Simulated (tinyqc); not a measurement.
Order-disorder in a binary alloy on two sublattices: Bragg-Williams and pair (quasi-chemical) approximations: one step, computed by the program tinyqc.

All z = 8 neighbours of a site lie on the other sublattice. B fills the sublattices with x + eta/2 and x - eta/2; energies are per site, from the pure components: u = -z w y with y the probability of an A-B bond taken in one order.

Problem. Energy, entropy and site fractions. a = x + eta/2, b = x - eta/2; u = -z w [x (1 - x) + eta^2/4]; s/k_B = [s2(a) + s2(b)]/2, s2(c) = -c ln c - (1 - c) ln(1 - c); gain on ordering = f(eta) - f(0), f = u - T s. Superlattice over fundamental intensity = [eta (f_B - f_A)/2]^2/[(1 - x) f_A + x f_B]^2.

Inputs (values chosen for the exercise, for a model alloy): ordering energy w = (e_AA + e_BB)/2 - e_AB = 24.7 meV; fraction x of B = 0.5; temperature T = 813 K.

Lattice: bcc (B2 order, z = 8).

scattering factors f_A, f_B (electrons): 14  54

order parameter eta = 0.8197443

Constants: k_B = 8.617333262e-05 eV/K.

Give: B fraction on its own sublattice; B fraction on the A sublattice; energy u; entropy s; gain on ordering; intensity ratio.

Solution.

B fraction on its own sublattice = 0.90987

B fraction on the A sublattice = 0.090128

energy u = -82.596 meV/site

entropy s = 0.30283 k_B/site

gain on ordering = -5.8509 meV/site

intensity ratio = 0.23252

The antisite fraction is 0.0901; the dilute estimate exp(-z w/(k_B T)) gives 0.0596. Caution: T is near or above the T_c of the better pair approximation, so the true long-range order is lower than Bragg-Williams gives.
